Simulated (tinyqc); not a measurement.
Anisotropic elasticity and sound waves of a cubic crystal: one step, computed by the program tinyqc. Command: `OMP_NUM_THREADS=1 python tinyqc.py 3003610 3003611 out.jsonl cubicelastic walk`. One thread of a shared host (Intel(R) Xeon(R) Processor @ 2.30GHz), about 0.01 s of CPU time with the checks.

Voigt order 1..6 = xx, yy, zz, yz, xz, xy, with engineering shear strains. The rotated frame has x' as named, z' along the wafer normal and y' = z' x x'.

Task: Stiffness in the rotated frame. C'_ijkl = C12 delta_ij delta_kl + C44 (delta_ik delta_jl + delta_il delta_jk) - H sum_m a_im a_jm a_km a_lm.

Inputs (values chosen for the exercise, for a model crystal): C12 = 173 GPa; C44 = 88.4 GPa.

Frame: (113) wafer, x' along [1-10].

H = -243.2 GPa

direction cosines a (rows x', y', z' in the cube axes), rows x', y', z', columns x, y, z:
$$\begin{pmatrix}
0.7071068 & -0.7071068 & 0.0000000 \\
0.6396021 & 0.6396021 & -0.4264014 \\
0.3015113 & 0.3015113 & 0.9045340
\end{pmatrix}$$

Give: C'.

Result:

C' (GPa), rows 1, 2, 3, 4, 5, 6:
$$\begin{pmatrix}
471.40 & 272.49 & 195.11 & 46.90 & 0.00 & 0.00 \\
272.49 & 439.24 & 227.27 & 21.32 & 0.00 & 0.00 \\
195.11 & 227.27 & 516.62 & -68.22 & 0.00 & 0.00 \\
46.90 & 21.32 & -68.22 & 142.67 & 0.00 & 0.00 \\
0.00 & 0.00 & 0.00 & 0.00 & 110.51 & 46.90 \\
0.00 & 0.00 & 0.00 & 0.00 & 46.90 & 187.89
\end{pmatrix}$$

Normal stress couples to shear strain in this frame.
